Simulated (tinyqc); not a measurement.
Mobility, diffusion coefficient and lifetime from two collectors.

Inverse problem. For an injected sheet in a field F the peak time tp at distance L obeys u^2 tp^2 + 2 D tp = L^2 with u^2 = v^2 + 4 D/tau, and the pulse area goes as exp(L (v - u)/(2 D)); v = mu F. Find u, D, mu and tau without using the Einstein relation.

Values chosen for this exercise: sweep field along the drift F = 19 V/cm.

distances (um): 93  200
peak times (us): 0.0374838226  0.0850728832
ratio of the areas, far over near = 0.171398425

Answer. The two peak times give two linear equations for u^2 and D; the area ratio gives v - u, and u^2 - v^2 = 4 D/tau gives tau.

u = 2.243e5 cm/s
D = 210.7 cm^2/s
mu = 8150 cm^2/(V s)
tau = 3.200e-8 s

Computed by the program tinyqc: `OMP_NUM_THREADS=1 python tinyqc.py 2310132 2310133 out.jsonl`, one thread of a shared Intel Xeon 2.30GHz, about 0.01 s for the whole run.
